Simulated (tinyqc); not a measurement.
# Dose and depth of a threshold implant

Question. A sheet of D acceptors per cm^2 lies at depth xi inside the depleted layer of a body doped Na. In the depletion approximation VT = Vfb + f2 + q D/Cox + gamma sqrt(f2 + Vsb - q D xi/(eps0 eps_r)), gamma = sqrt(2 eps0 eps_r q Na)/Cox, Cox = eps0 eox/tox. Find gamma, D and xi.

Values chosen for this exercise; band and dielectric values close to those of silicon:
- eps_r = 11.7 (relative permittivity)
- Na = 6.7e15 cm^-3 (acceptor density deep in the body)
- eox = 3.9 (relative permittivity of the gate insulator (close to silicon dioxide))
- tox = 9 nm (insulator thickness)
- Vfb = -0.74 V (flat-band voltage)
- f2 = 0.68 V (band bending 2 phiF at threshold)

Constants: q = 1.602176634e-19 C, eps0 = 8.8541878128e-14 F/cm where lengths are in cm. Results are converted to the units shown.

VT against the source at Vsb = 0 and 1.3 V (V): 0.38431997  0.46313000

Answer. With y^2 = f2 - q D xi/(eps0 eps_r) and d the difference of the thresholds over gamma, sqrt(y^2 + Vsb) - y = d gives y = (Vsb - d^2)/(2 d). The first threshold then gives D, and y^2 gives xi.

gamma = 0.1229 V^0.5
D = 8.600e11 cm^-2
xi = 15.00 nm

tinyqc, about 0.4 s, one thread, Intel Xeon 2.30GHz (shared host): `OMP_NUM_THREADS=1 python tinyqc.py 2080029 2080030 out.jsonl`
